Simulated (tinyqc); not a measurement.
Worked calculation: self-heating of a transistor with one or more fingers, with temperature-dependent conductivity. Computed by tinyqc, a small Python program that keeps every step. Command: `OMP_NUM_THREADS=1 python tinyqc.py 3003525 3003526 out.jsonl selfheat walk`. One thread of a shared host (Intel(R) Xeon(R) Processor @ 2.30GHz), about 0.05 s of CPU time with the checks. Intermediate numbers are printed to about 6 digits and carried at full precision; extremes and crossings named in words are read from the listed rows.

N long parallel fingers lie on the top face of a slab whose bottom is held at T_0; the top is otherwise insulated, and heat flows in two dimensions. P in W/mm is 1000 P in W/m.

Inputs (values chosen for the exercise, modelled on diamond): conductivity at the base temperature kappa_0 = 1820 W/(m K); exponent m in kappa ~ T^-m = 1.23; base temperature T_0 = 323 K; power per gate width P = 7.8 W/mm; fingers N = 1; finger pitch s = 24 micrometre; width of the heat source w = 1.2 micrometre; substrate thickness t = 280 micrometre; phonon free path Lambda = 520 nm; heat capacity C = 1.79 1e6 J/(m^3 K); pulse length = 0.2 microsecond.

Power: fixed power.

## Geometry factors

A line source of power P on the top face raises the top at distance x by (P/(pi kappa_0)) g(x), g(x) = -ln tanh(pi x/(4 t)) (the image sum for the slab). On a strip of width w the centre sees the mean of g over the strip, g_0 = 1 + ln(8 t/(pi w)) for w much below t.

own factor g_0 = 7.38718

g(j s), j = 1..7: [2.69981, 2.01117, 1.61316, 1.33578, 1.12566, 0.95894, 0.82280]

## Linear temperature rise of each finger

theta_i = (P/(pi kappa_0)) [g_0 + sum over j != i of g(|i - j| s)], with equal powers and constant conductivity; thermal resistance = largest theta/P.

theta of each finger (K): [10.0775]

largest theta = 10.0775 K

thermal resistance = 1.29198 K mm/W

## Correction for the falling conductivity

Kirchhoff transformation for kappa = kappa_0 (T/T_0)^-m: T = T_0 [1 - (m - 1) theta/T_0]^(-1/(m - 1)), where theta is the linear rise. The bracket vanishes at the power P T_0/((m - 1) theta).

peak temperature = 333.274 K

true rise = 10.2738 K

true rise / linear rise = 1.01948

power at which the formula diverges = 1086.97 W/mm

The falling conductivity adds 1.9 % to the rise.

## Extra rise from ballistic phonons

Near a source smaller than the free path, Fourier's law overstates the flow. Rough estimate: a strip that emits phonons into a half space adds a resistance times area of 4 Lambda/(3 kappa_0), from the ballistic flux C v Delta T/4 with kappa_0 = C v Lambda/3, so Delta T_b = 4 Lambda P/(3 kappa_0 w); Knudsen number Lambda/w.

Knudsen number = 0.433333

ballistic rise Delta T_b = 2.47619 K

Delta T_b / largest theta = 0.245715

The ballistic term is a large share: this rough estimate calls for a transport calculation.

## Rise at the end of a pulse

After switching on, theta(tau) = (P D/kappa_0) int_0^tau X(u) Z(u) du at the hottest finger, D = kappa_0/C; X = sum over fingers at distance x of [erf((x + w/2)/r) - erf((x - w/2)/r)]/(2 w), Z = sum_(j=-200..200) (-1)^j exp(-(2 j t/r)^2)/sqrt(pi D u), r = 2 sqrt(D u); trapezoid rule on 300 points evenly spaced in ln u from u_0 = 1e-3 min(tau, w^2/D) to tau, plus the exact piece 2 sqrt(u_0/(pi D))/w below u_0. Conductivity and power are held at their base values here, and Fourier's law is used even where the diffusion length is near a phonon free path.

diffusivity D = 1016.76 micrometre^2/microsecond

diffusion length sqrt(D tau) = 14.2602 micrometre

linear rise after the pulse = 6.2383 K

share of the steady rise = 0.619

## Rise against time

The formulas are those given above.

Heating curve:
```
time (microsecond)  sqrt(D time) (micrometre)  rise (K)  share of the steady rise
7.70e-05                             0.279804    1.0987                     0.109
7.70e-04                             0.884819    2.4717                    0.2453
0.0077                                2.79804    4.0192                    0.3988
0.077                                 8.84819    5.5874                    0.5544
0.77                                  27.9804    7.1577                    0.7103
3.9                                   62.9711    8.2643                    0.8201
15                                    123.497    9.1818                    0.9111
46                                    216.266    9.8422                    0.9766
120                                   349.301    10.062                    0.9985
```

Half the steady rise is reached between 0.0077 and 0.077 microseconds, and the last row holds 99.9 % of it; the slowest time constant is 4 t^2/(pi^2 D) = 31.3 microseconds. While the diffusion length lies between w and the pitch or thickness, the rise grows as the logarithm of time.

Checks made by the program: g(s) against the alternating image sum (relative difference 5e-07); Kirchhoff integral of kappa/kappa_0 from T_0 to T (relative difference below 1e-10); long-time limit against the steady rise (relative difference 1e-05).
